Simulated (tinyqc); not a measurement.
RKS/PBE0 in the 3-21g basis, for H3+, spin multiplicity 1, step by step (part 1 of 2). Computed by tinyqc, a small Python program that keeps every step (integrals from PySCF). Settings: charge = 1, multiplicity = 1, basis = 3-21g, energy threshold = 1e-09, iteration cap = 77, orthogonalisation = symmetric, start = random, DIIS depth = 0, method = RKS, functional = pbe0, grid = [30, 50]. Command: `OMP_NUM_THREADS=1 python tinyqc.py 22576 22577 out.jsonl` (the two numbers bound the seeds that draw the settings). One thread of a shared host (Intel(R) Xeon(R) Processor @ 2.60GHz), about 0.4 s of CPU time with the checks. Later iterations appear only in the table of the cycle.

## One-electron integrals

Geometry (angstrom):
```
atom         x         y          z
H     0.000000  0.000000   0.000000
H     0.000000  0.000000   0.790000
H     0.000000  0.000000  -0.790000
```

Basis 3-21g: exponents (1/bohr^2) and contraction coefficients of normalised primitives:
```
element  l (shell)  exponent  coefficient
H            s (1)  5.447178     0.156285
H            s (1)  0.824547     0.904691
H            s (2)  0.183192     1.000000
```

Overlap, kinetic and nuclear-attraction integrals over the contracted functions; the nuclear repulsion is the sum of Za Zb / Rab.

nuclear repulsion = 1.67461143 hartree

overlap S, order 1H 1s, 1H 2s, 2H 1s, 2H 2s, 3H 1s, 3H 2s:
$$\begin{pmatrix}
1.000000 & 0.645899 & 0.358456 & 0.461072 & 0.358456 & 0.461072 \\
0.645899 & 1.000000 & 0.461072 & 0.815348 & 0.461072 & 0.815348 \\
0.358456 & 0.461072 & 1.000000 & 0.645899 & 0.021006 & 0.167884 \\
0.461072 & 0.815348 & 0.645899 & 1.000000 & 0.167884 & 0.441949 \\
0.358456 & 0.461072 & 0.021006 & 0.167884 & 1.000000 & 0.645899 \\
0.461072 & 0.815348 & 0.167884 & 0.441949 & 0.645899 & 1.000000
\end{pmatrix}$$

kinetic energy T (hartree), order 1H 1s, 1H 2s, 2H 1s, 2H 2s, 3H 1s, 3H 2s:
$$\begin{pmatrix}
1.549405 & 0.293152 & 0.150697 & 0.162095 & 0.150697 & 0.162095 \\
0.293152 & 0.274788 & 0.162095 & 0.193556 & 0.162095 & 0.193556 \\
0.150697 & 0.162095 & 1.549405 & 0.293152 & -0.039057 & 0.007715 \\
0.162095 & 0.193556 & 0.293152 & 0.274788 & 0.007715 & 0.055332 \\
0.150697 & 0.162095 & -0.039057 & 0.007715 & 1.549405 & 0.293152 \\
0.162095 & 0.193556 & 0.007715 & 0.055332 & 0.293152 & 0.274788
\end{pmatrix}$$

nuclear attraction V (hartree), order 1H 1s, 1H 2s, 2H 1s, 2H 2s, 3H 1s, 3H 2s:
$$\begin{pmatrix}
-3.053256 & -1.620005 & -0.990577 & -1.149347 & -0.990577 & -1.149347 \\
-1.620005 & -1.753051 & -1.058455 & -1.386396 & -1.058455 & -1.386396 \\
-0.990577 & -1.058455 & -2.722009 & -1.417655 & -0.058561 & -0.396402 \\
-1.149347 & -1.386396 & -1.417655 & -1.549403 & -0.396402 & -0.774759 \\
-0.990577 & -1.058455 & -0.058561 & -0.396402 & -2.722009 & -1.417655 \\
-1.149347 & -1.386396 & -0.396402 & -0.774759 & -1.417655 & -1.549403
\end{pmatrix}$$

core Hamiltonian H = T + V (hartree), order 1H 1s, 1H 2s, 2H 1s, 2H 2s, 3H 1s, 3H 2s:
$$\begin{pmatrix}
-1.503852 & -1.326853 & -0.839879 & -0.987252 & -0.839879 & -0.987252 \\
-1.326853 & -1.478263 & -0.896360 & -1.192839 & -0.896360 & -1.192839 \\
-0.839879 & -0.896360 & -1.172605 & -1.124503 & -0.097618 & -0.388687 \\
-0.987252 & -1.192839 & -1.124503 & -1.274615 & -0.388687 & -0.719427 \\
-0.839879 & -0.896360 & -0.097618 & -0.388687 & -1.172605 & -1.124503 \\
-0.987252 & -1.192839 & -0.388687 & -0.719427 & -1.124503 & -1.274615
\end{pmatrix}$$

## Two-electron integrals

Functions are numbered as in S; the eight-fold symmetry (ij|kl) = (ji|kl) = (kl|ij) leaves the list below.

Two-electron integrals (ij|kl) in chemists' order, unique and non-zero (hartree):
```
(11|11) 1.140145   (21|11) 0.611403   (21|21) 0.345152   (22|11) 0.626370
(22|21) 0.380329   (22|22) 0.482957   (31|11) 0.332816   (31|21) 0.189376
(31|22) 0.210451   (31|31) 0.134456   (32|11) 0.316934   (32|21) 0.191660
(32|22) 0.237977   (32|31) 0.143694   (32|32) 0.175263   (33|11) 0.642024
(33|21) 0.396835   (33|22) 0.508091   (33|31) 0.332816   (33|32) 0.429140
(33|33) 1.140145   (41|11) 0.429140   (41|21) 0.243192   (41|22) 0.269707
(41|31) 0.143694   (41|32) 0.148646   (41|33) 0.316934   (41|41) 0.175263
(42|11) 0.482865   (42|21) 0.295071   (42|22) 0.380781   (42|31) 0.181181
(42|32) 0.216488   (42|33) 0.482865   (42|41) 0.216488   (42|42) 0.321066
(43|11) 0.396835   (43|21) 0.244362   (43|22) 0.315485   (43|31) 0.189376
(43|32) 0.243192   (43|33) 0.611403   (43|41) 0.191660   (43|42) 0.295071
(43|43) 0.345152   (44|11) 0.508091   (44|21) 0.315485   (44|22) 0.424556
(44|31) 0.210451   (44|32) 0.269707   (44|33) 0.626370   (44|41) 0.237977
(44|42) 0.380781   (44|43) 0.380329   (44|44) 0.482957   (51|11) 0.332816
(51|21) 0.189376   (51|22) 0.210451   (51|31) 0.083094   (51|32) 0.081867
(51|33) 0.160449   (51|41) 0.124294   (51|42) 0.147796   (51|43) 0.102733
(51|44) 0.147269   (51|51) 0.134456   (52|11) 0.316934   (52|21) 0.191660
(52|22) 0.237977   (52|31) 0.081867   (52|32) 0.085197   (52|33) 0.168914
(52|41) 0.124533   (52|42) 0.162406   (52|43) 0.108672   (52|44) 0.161593
(52|51) 0.143694   (52|52) 0.175263   (53|11) 0.022505   (53|21) 0.012351
(53|22) 0.012968   (53|31) 0.006759   (53|32) 0.006575   (53|33) 0.013451
(53|41) 0.008682   (53|42) 0.010016   (53|43) 0.008279   (53|44) 0.010588
(53|51) 0.006759   (53|52) 0.006575   (53|53) 0.000450   (54|11) 0.127933
(54|21) 0.075903   (54|22) 0.090793   (54|31) 0.033447   (54|32) 0.034285
(54|33) 0.067937   (54|41) 0.049875   (54|42) 0.063271   (54|43) 0.043532
(54|44) 0.063418   (54|51) 0.054163   (54|52) 0.062793   (54|53) 0.002637
(54|54) 0.023034   (55|11) 0.642024   (55|21) 0.396835   (55|22) 0.508091
(55|31) 0.160449   (55|32) 0.168914   (55|33) 0.334894   (55|41) 0.252248
(55|42) 0.335292   (55|43) 0.216182   (55|44) 0.328445   (55|51) 0.332816
(55|52) 0.429140   (55|53) 0.013451   (55|54) 0.148706   (55|55) 1.140145
(61|11) 0.429140   (61|21) 0.243192   (61|22) 0.269707   (61|31) 0.124294
(61|32) 0.124533   (61|33) 0.252248   (61|41) 0.167657   (61|42) 0.202566
(61|43) 0.157746   (61|44) 0.211535   (61|51) 0.143694   (61|52) 0.148646
(61|53) 0.008682   (61|54) 0.057944   (61|55) 0.316934   (61|61) 0.175263
(62|11) 0.482865   (62|21) 0.295071   (62|22) 0.380781   (62|31) 0.147796
(62|32) 0.162406   (62|33) 0.335292   (62|41) 0.202566   (62|42) 0.282241
(62|43) 0.211948   (62|44) 0.300287   (62|51) 0.181181   (62|52) 0.216488
(62|53) 0.010016   (62|54) 0.080036   (62|55) 0.482865   (62|61) 0.216488
(62|62) 0.321066   (63|11) 0.127933   (63|21) 0.075903   (63|22) 0.090793
(63|31) 0.054163   (63|32) 0.062793   (63|33) 0.148706   (63|41) 0.057944
(63|42) 0.080036   (63|43) 0.085206   (63|44) 0.096287   (63|51) 0.033447
(63|52) 0.034285   (63|53) 0.002637   (63|54) 0.013833   (63|55) 0.067937
(63|61) 0.049875   (63|62) 0.063271   (63|63) 0.023034   (64|11) 0.276824
(64|21) 0.168086   (64|22) 0.213442   (64|31) 0.093009   (64|32) 0.105174
(64|33) 0.224550   (64|41) 0.119197   (64|42) 0.168286   (64|43) 0.139428
(64|44) 0.187632   (64|51) 0.093009   (64|52) 0.105174   (64|53) 0.005731
(64|54) 0.040126   (64|55) 0.224550   (64|61) 0.119197   (64|62) 0.168286
(64|63) 0.040126   (64|64) 0.094331   (65|11) 0.396835   (65|21) 0.244362
(65|22) 0.315485   (65|31) 0.102733   (65|32) 0.108672   (65|33) 0.216182
(65|41) 0.157746   (65|42) 0.211948   (65|43) 0.139381   (65|44) 0.210306
(65|51) 0.189376   (65|52) 0.243192   (65|53) 0.008279   (65|54) 0.085206
(65|55) 0.611403   (65|61) 0.191660   (65|62) 0.295071   (65|63) 0.043532
(65|64) 0.139428   (65|65) 0.345152   (66|11) 0.508091   (66|21) 0.315485
(66|22) 0.424556   (66|31) 0.147269   (66|32) 0.161593   (66|33) 0.328445
(66|41) 0.211535   (66|42) 0.300287   (66|43) 0.210306   (66|44) 0.311237
(66|51) 0.210451   (66|52) 0.269707   (66|53) 0.010588   (66|54) 0.096287
(66|55) 0.626370   (66|61) 0.237977   (66|62) 0.380781   (66|63) 0.063418
(66|64) 0.187632   (66|65) 0.380329   (66|66) 0.482957
```

## Orthogonalisation

S = U s U^T; symmetric (Loewdin) form X = U s^(-1/2) U^T, so that X^T S X = 1.

eigenvalues of S: [0.034073, 0.246223, 0.459024, 0.559691, 1.290822, 3.410167]

X, order 1H 1s, 1H 2s, 2H 1s, 2H 2s, 3H 1s, 3H 2s:
$$\begin{pmatrix}
1.294757 & -0.615463 & -0.128627 & 0.114118 & -0.128627 & 0.114118 \\
-0.615463 & 3.620064 & -0.025743 & -1.535530 & -0.025743 & -1.535530 \\
-0.128627 & -0.025743 & 1.264306 & -0.457406 & 0.045289 & 0.062027 \\
0.114118 & -1.535530 & -0.457406 & 2.111817 & 0.062027 & 0.435383 \\
-0.128627 & -0.025743 & 0.045289 & 0.062027 & 1.264306 & -0.457406 \\
0.114118 & -1.535530 & 0.062027 & 0.435383 & -0.457406 & 2.111817
\end{pmatrix}$$

## Starting guess

The start is random orthonormal orbitals; D = 2 C_occ C_occ^T.

D at the start, order 1H 1s, 1H 2s, 2H 1s, 2H 2s, 3H 1s, 3H 2s:
$$\begin{pmatrix}
0.351667 & -1.863629 & -0.211763 & 1.169589 & -0.961357 & 1.468553 \\
-1.863629 & 9.876134 & 1.122219 & -6.198132 & 5.094626 & -7.782467 \\
-0.211763 & 1.122219 & 0.127517 & -0.704290 & 0.578899 & -0.884317 \\
1.169589 & -6.198132 & -0.704290 & 3.889866 & -3.197320 & 4.884174 \\
-0.961357 & 5.094626 & 0.578899 & -3.197320 & 2.628074 & -4.014603 \\
1.468553 & -7.782467 & -0.884317 & 4.884174 & -4.014603 & 6.132642
\end{pmatrix}$$

## Iteration 1: exchange-correlation on the grid

Becke grid with 30 radial and 50 angular points per atom, points of zero weight dropped. rho = sum D_ij phi_i phi_j; V_xc,ij = sum w v_xc phi_i phi_j plus the gradient terms; v_xc is d(rho eps)/d rho at fixed gradient. Exact exchange is left to K.

The 8 grid points with the largest w rho, of 4452 (bohr, atomic units):
```
x                  y          z         w       rho  |grad rho|^2     eps_xc       v_xc
-0.760139   0.760139  -3.773302  0.632836  0.013010      0.000283  -0.168629  -0.211473
0.760139    0.760139  -3.773302  0.632836  0.013010      0.000283  -0.168629  -0.211473
-0.760139  -0.760139  -3.773302  0.632836  0.013010      0.000283  -0.168629  -0.211473
0.760139   -0.760139  -3.773302  0.632836  0.013010      0.000283  -0.168629  -0.211473
-1.782685   0.000000  -3.275569  0.708167  0.010774      0.000188  -0.159535  -0.199276
0.000000    1.782685  -3.275569  0.708167  0.010774      0.000188  -0.159535  -0.199276
1.782685    0.000000  -3.275569  0.708167  0.010774      0.000188  -0.159535  -0.199276
0.000000   -1.782685  -3.275569  0.708167  0.010774      0.000188  -0.159535  -0.199276
```

electrons on the grid, sum of w rho = 1.999672

E_xc = sum of w rho eps_xc = -0.66215528 hartree

V_xc (hartree), order 1H 1s, 1H 2s, 2H 1s, 2H 2s, 3H 1s, 3H 2s:
$$\begin{pmatrix}
-0.233175 & -0.124234 & -0.060611 & -0.078994 & -0.123317 & -0.100711 \\
-0.124234 & -0.136422 & -0.061564 & -0.096855 & -0.157478 & -0.136596 \\
-0.060611 & -0.061564 & -0.157977 & -0.087456 & -0.004530 & -0.022871 \\
-0.078994 & -0.096855 & -0.087456 & -0.122158 & -0.052921 & -0.060291 \\
-0.123317 & -0.157478 & -0.004530 & -0.052921 & -0.491891 & -0.226694 \\
-0.100711 & -0.136596 & -0.022871 & -0.060291 & -0.226694 & -0.193737
\end{pmatrix}$$

## Iteration 1: building the Kohn-Sham matrix

J_ij = sum D_kl (ij|kl), K_ij = sum D_kl (ik|jl); F = H + J - 0.125 K + V_xc; E = tr D H + tr D J / 2 - 0.0625 tr D K + E_xc + E_nn.

Coulomb J (hartree), order 1H 1s, 1H 2s, 2H 1s, 2H 2s, 3H 1s, 3H 2s:
$$\begin{pmatrix}
1.032866 & 0.641876 & 0.285348 & 0.419401 & 0.508621 & 0.501523 \\
0.641876 & 0.850105 & 0.320904 & 0.596104 & 0.657525 & 0.782687 \\
0.285348 & 0.320904 & 0.668084 & 0.427294 & 0.021625 & 0.124106 \\
0.419401 & 0.596104 & 0.427294 & 0.634445 & 0.228452 & 0.375703 \\
0.508621 & 0.657525 & 0.021625 & 0.228452 & 1.739700 & 0.937495 \\
0.501523 & 0.782687 & 0.124106 & 0.375703 & 0.937495 & 1.011820
\end{pmatrix}$$

exchange K (hartree), order 1H 1s, 1H 2s, 2H 1s, 2H 2s, 3H 1s, 3H 2s:
$$\begin{pmatrix}
0.059185 & 0.057307 & 0.002724 & 0.018475 & 0.199568 & 0.069091 \\
0.057307 & 0.080160 & 0.002692 & 0.031964 & 0.284874 & 0.105053 \\
0.002724 & 0.002692 & 0.008867 & 0.012783 & -0.016008 & -0.001601 \\
0.018475 & 0.031964 & 0.012783 & 0.057552 & 0.030024 & 0.025586 \\
0.199568 & 0.284874 & -0.016008 & 0.030024 & 1.278750 & 0.389454 \\
0.069091 & 0.105053 & -0.001601 & 0.025586 & 0.389454 & 0.157390
\end{pmatrix}$$

Kohn-Sham matrix F (hartree), order 1H 1s, 1H 2s, 2H 1s, 2H 2s, 3H 1s, 3H 2s:
$$\begin{pmatrix}
-0.711559 & -0.816375 & -0.615482 & -0.649155 & -0.479521 & -0.595077 \\
-0.816375 & -0.774600 & -0.637357 & -0.697585 & -0.431923 & -0.559880 \\
-0.615482 & -0.637357 & -0.663606 & -0.786264 & -0.078522 & -0.287252 \\
-0.649155 & -0.697585 & -0.786264 & -0.769522 & -0.216909 & -0.407214 \\
-0.479521 & -0.431923 & -0.078522 & -0.216909 & -0.084639 & -0.462384 \\
-0.595077 & -0.559880 & -0.287252 & -0.407214 & -0.462384 & -0.476206
\end{pmatrix}$$

total energy of this density = 1.65705930 hartree

## Iteration 1: diagonalisation and new density

Diagonalise F' = X^T F X, C = X C', fill 1 alpha and 1 beta electrons from the bottom; D = 2 C_occ C_occ^T. Each column has its largest component positive (the first on a tie).

F' = X^T F X (hartree):
$$\begin{pmatrix}
-0.171141 & -0.541866 & -0.331521 & -0.042553 & -0.299792 & -0.076260 \\
-0.541866 & 0.013143 & -0.140292 & -0.176128 & -0.096132 & -0.182875 \\
-0.331521 & -0.140292 & -0.189870 & -0.497266 & 0.124879 & 0.007817 \\
-0.042553 & -0.176128 & -0.497266 & -0.258417 & 0.034442 & -0.068336 \\
-0.299792 & -0.096132 & 0.124879 & 0.034442 & 0.387547 & -0.432855 \\
-0.076260 & -0.182875 & 0.007817 & -0.068336 & -0.432855 & 0.046682
\end{pmatrix}$$

orbital energies (hartree): MO1 -1.072428, MO2 -0.534802, MO3 -0.098961, MO4 0.257750, MO5 0.466630, MO6 0.809756

coefficients C, order 1H 1s, 1H 2s, 2H 1s, 2H 2s, 3H 1s, 3H 2s:
$$\begin{pmatrix}
0.411319 & -0.290923 & 0.354556 & -0.395977 & -0.903815 & -0.872420 \\
0.313369 & -1.001351 & 2.096354 & 1.906775 & 2.279739 & 1.967761 \\
0.369488 & 0.336228 & 0.238894 & -0.993518 & 0.629106 & 0.375902 \\
0.165039 & 1.096650 & -1.531831 & 0.160689 & -1.694094 & -0.872415 \\
0.063785 & -0.233647 & -0.156994 & -0.122604 & -0.620879 & 1.160589 \\
-0.072575 & 0.018036 & -1.708914 & -1.176972 & -0.135765 & -1.703994
\end{pmatrix}$$

D after iteration 1, order 1H 1s, 1H 2s, 2H 1s, 2H 2s, 3H 1s, 3H 2s:
$$\begin{pmatrix}
0.338366 & 0.257789 & 0.303955 & 0.135768 & 0.052472 & -0.059703 \\
0.257789 & 0.196400 & 0.231572 & 0.103436 & 0.039977 & -0.045485 \\
0.303955 & 0.231572 & 0.273043 & 0.121960 & 0.047136 & -0.053631 \\
0.135768 & 0.103436 & 0.121960 & 0.054476 & 0.021054 & -0.023955 \\
0.052472 & 0.039977 & 0.047136 & 0.021054 & 0.008137 & -0.009258 \\
-0.059703 & -0.045485 & -0.053631 & -0.023955 & -0.009258 & 0.010534
\end{pmatrix}$$

## Iteration 2: exchange-correlation on the grid

As before.

The 8 grid points with the largest w rho, of 4452 (bohr, atomic units):
```
x                  y         z         w       rho  |grad rho|^2     eps_xc       v_xc
0.000000   -0.626401  0.626401  0.028087  0.155263      0.073701  -0.353448  -0.454189
0.626401    0.000000  0.626401  0.028087  0.155263      0.073701  -0.353448  -0.454189
0.000000    0.626401  0.626401  0.028087  0.155263      0.073701  -0.353448  -0.454189
-0.626401   0.000000  0.626401  0.028087  0.155263      0.073701  -0.353448  -0.454189
-0.626401   0.000000  0.866482  0.027608  0.150542      0.068003  -0.350138  -0.450017
0.000000   -0.626401  0.866482  0.027608  0.150542      0.068003  -0.350138  -0.450017
0.626401    0.000000  0.866482  0.027608  0.150542      0.068003  -0.350138  -0.450017
0.000000    0.626401  0.866482  0.027608  0.150542      0.068003  -0.350138  -0.450017
```

electrons on the grid, sum of w rho = 2.000288

E_xc = sum of w rho eps_xc = -0.59208843 hartree

V_xc (hartree), order 1H 1s, 1H 2s, 2H 1s, 2H 2s, 3H 1s, 3H 2s:
$$\begin{pmatrix}
-0.454091 & -0.243551 & -0.163195 & -0.179467 & -0.124126 & -0.164497 \\
-0.243551 & -0.234468 & -0.174050 & -0.199268 & -0.110679 & -0.163062 \\
-0.163195 & -0.174050 & -0.432518 & -0.232237 & -0.009006 & -0.065117 \\
-0.179467 & -0.199268 & -0.232237 & -0.226543 & -0.045763 & -0.103623 \\
-0.124126 & -0.110679 & -0.009006 & -0.045763 & -0.234795 & -0.134510 \\
-0.164497 & -0.163062 & -0.065117 & -0.103623 & -0.134510 & -0.151662
\end{pmatrix}$$

## Iteration 2: building the Kohn-Sham matrix

As before.

Coulomb J (hartree), order 1H 1s, 1H 2s, 2H 1s, 2H 2s, 3H 1s, 3H 2s:
$$\begin{pmatrix}
1.638184 & 0.945149 & 0.604616 & 0.695292 & 0.469482 & 0.643182 \\
0.945149 & 1.093971 & 0.674766 & 0.918034 & 0.478891 & 0.801572 \\
0.604616 & 0.674766 & 1.552542 & 0.904454 & 0.033333 & 0.252578 \\
0.695292 & 0.918034 & 0.904454 & 1.066514 & 0.190684 & 0.483480 \\
0.469482 & 0.478891 & 0.033333 & 0.190684 & 0.978825 & 0.611368 \\
0.643182 & 0.801572 & 0.252578 & 0.483480 & 0.611368 & 0.832817
\end{pmatrix}$$

exchange K (hartree), order 1H 1s, 1H 2s, 2H 1s, 2H 2s, 3H 1s, 3H 2s:
$$\begin{pmatrix}
1.275662 & 0.990425 & 0.893014 & 0.882963 & 0.414805 & 0.631080 \\
0.990425 & 0.865501 & 0.838349 & 0.810462 & 0.342302 & 0.539825 \\
0.893014 & 0.838349 & 1.106892 & 0.886633 & 0.233162 & 0.459648 \\
0.882963 & 0.810462 & 0.886633 & 0.807881 & 0.274188 & 0.477148 \\
0.414805 & 0.342302 & 0.233162 & 0.274188 & 0.219529 & 0.251621 \\
0.631080 & 0.539825 & 0.459648 & 0.477148 & 0.251621 & 0.357682
\end{pmatrix}$$

Kohn-Sham matrix F (hartree), order 1H 1s, 1H 2s, 2H 1s, 2H 2s, 3H 1s, 3H 2s:
$$\begin{pmatrix}
-0.479217 & -0.749059 & -0.510085 & -0.581798 & -0.546373 & -0.587453 \\
-0.749059 & -0.726947 & -0.500438 & -0.575381 & -0.570935 & -0.621808 \\
-0.510085 & -0.500438 & -0.190942 & -0.563116 & -0.102435 & -0.258682 \\
-0.581798 & -0.575381 & -0.563116 & -0.535629 & -0.278040 & -0.399214 \\
-0.546373 & -0.570935 & -0.102435 & -0.278040 & -0.456015 & -0.679098 \\
-0.587453 & -0.621808 & -0.258682 & -0.399214 & -0.679098 & -0.638170
\end{pmatrix}$$

total energy of this density = -1.11178365 hartree

## Iteration 2: diagonalisation and new density

As before.

F' = X^T F X (hartree):
$$\begin{pmatrix}
0.132440 & -0.582249 & -0.342064 & -0.058398 & -0.335128 & -0.029371 \\
-0.582249 & 0.104179 & -0.109898 & -0.194773 & -0.129708 & -0.193091 \\
-0.342064 & -0.109898 & 0.330841 & -0.513246 & 0.113505 & 0.003433 \\
-0.058398 & -0.194773 & -0.513246 & 0.019443 & 0.001290 & -0.068025 \\
-0.335128 & -0.129708 & 0.113505 & 0.001290 & 0.031380 & -0.507323 \\
-0.029371 & -0.193091 & 0.003433 & -0.068025 & -0.507323 & -0.101050
\end{pmatrix}$$

orbital energies (hartree): MO1 -0.943104, MO2 -0.468384, MO3 -0.043635, MO4 0.405900, MO5 0.586827, MO6 0.979628

coefficients C, order 1H 1s, 1H 2s, 2H 1s, 2H 2s, 3H 1s, 3H 2s:
$$\begin{pmatrix}
0.347277 & -0.112458 & 0.322121 & -0.515228 & 0.553243 & -1.142706 \\
0.369583 & -0.390638 & 2.697164 & 1.687178 & -1.318690 & 2.459937 \\
0.159016 & -0.293764 & -0.104438 & -0.201403 & 0.922316 & 0.903922 \\
0.014538 & -0.402427 & -1.861307 & -0.814677 & -0.537899 & -1.628992 \\
0.298920 & 0.354789 & 0.046310 & -0.981793 & -0.596986 & 0.541400 \\
0.115518 & 0.778255 & -1.783977 & 0.242275 & 1.332822 & -1.263551
\end{pmatrix}$$

D after iteration 2, order 1H 1s, 1H 2s, 2H 1s, 2H 2s, 3H 1s, 3H 2s:
$$\begin{pmatrix}
0.241203 & 0.256696 & 0.110445 & 0.010097 & 0.207616 & 0.080234 \\
0.256696 & 0.273184 & 0.117539 & 0.010746 & 0.220952 & 0.085387 \\
0.110445 & 0.117539 & 0.050572 & 0.004624 & 0.095066 & 0.036738 \\
0.010097 & 0.010746 & 0.004624 & 0.000423 & 0.008691 & 0.003359 \\
0.207616 & 0.220952 & 0.095066 & 0.008691 & 0.178706 & 0.069061 \\
0.080234 & 0.085387 & 0.036738 & 0.003359 & 0.069061 & 0.026689
\end{pmatrix}$$
